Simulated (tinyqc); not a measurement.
## Hexagonal on-chip spiral inductor, lumped pi model: quality factor against frequency

Outer diameter do = di + 2 n wd + 2 (n - 1) sp, mean da = (do + di)/2, fill p = (do - di)/(do + di), length l = 3.464 n da. L = 2.33 mu0 n^2 da/(1 + 3.82 p), mu0 = 4 pi 1e-7 H/m. Rs = rho l/(wd delta (1 - exp(-th/delta))), delta = sqrt(rho/(pi f mu0)). Cs = n wd^2 eps0 eo/hu across the coil. At each end Cox = l wd eps0 eo/(2 ho) leads to the substrate branch Rsi = 2 rs he/(l wd) in parallel with Csi = l wd eps0 11.7/(2 he). With one end grounded Y = 1/(Rs + i w L) + i w Cs + 1/[1/(i w Cox) + 1/(1/Rsi + i w Csi)], w = 2 pi f; Q = -Im Y/Re Y. Eddy currents in neighbouring turns and in the substrate are left out.

Apparent inductance Im(1/Y)/w; share of the loss Re(substrate branch)/Re Y.

Parameters, values chosen for the exercise; values of the order met in silicon radio-frequency processes: number of turns n = 1.5; line width wd = 20 um; space between turns sp = 3 um; inner diameter di = 140 um; metal thickness th = 3.4 um; metal resistivity rho = 1.9 uohm cm; oxide below the coil ho = 9.3 um; oxide between coil and underpass hu = 0.9 um; relative permittivity of the oxide eo = 4.1; substrate resistivity rs = 20 ohm cm; effective spreading depth in the substrate he = 50 um.

Constants: eps0 = 8.8541878128e-12 F/m. Results are converted to the units shown.

Result of one run:
```
f (GHz)  Rs (ohm)  w L/Rs      Q  apparent inductance (nH)  loss in the substrate (%)
3.9        0.7995   20.35  18.41                    0.6754                      7.925
```

What becomes of these results when the frequency f is changed from 3.9 to 0.54 GHz, all else the same?

Result of the changed run:
```
f (GHz)  Rs (ohm)  w L/Rs      Q  apparent inductance (nH)  loss in the substrate (%)
0.54       0.4171   5.401  5.397                    0.6642                    0.01889
```

The whole series:
```
f (GHz)  Rs (ohm)  w L/Rs      Q  apparent inductance (nH)  loss in the substrate (%)
0.54       0.4171   5.401  5.397                    0.6642                    0.01889
0.88       0.4724   7.772  7.754                    0.6647                     0.1084
1.4        0.5434   10.75  10.66                    0.6657                     0.5185
2.4        0.6574   15.23  14.73                    0.6687                      2.543
3.9        0.7995   20.35  18.41                    0.6754                      7.925
6.3        0.9888   26.58  20.79                    0.6920                      18.41
10          1.229   33.93  20.34                    0.7359                      33.47
17          1.594   44.50  14.77                    0.9171                      53.96
28          2.042   57.19  4.070                     2.502                      71.58
```

Q goes from 5.40 through a maximum of 20.8 (at f = 6.3 GHz among the rows listed) to 4.07; the exact peak is 21.0 at 7.53 GHz and Q reaches zero at the self-resonance, 32.4 GHz. The share of the substrate rises from 0.0189 to 71.6 %, and the apparent inductance ends at 3.77 times L. At the peak the substrate takes 23.7 % of the loss. For f = 28 the coil is longer than 0.15 of a wavelength in the oxide, where one lumped section is rough.

Program tinyqc, `OMP_NUM_THREADS=1 python tinyqc.py 2302102 2302103 out.jsonl`; Intel Xeon 2.30GHz, shared host, one thread, about 0.01 s.
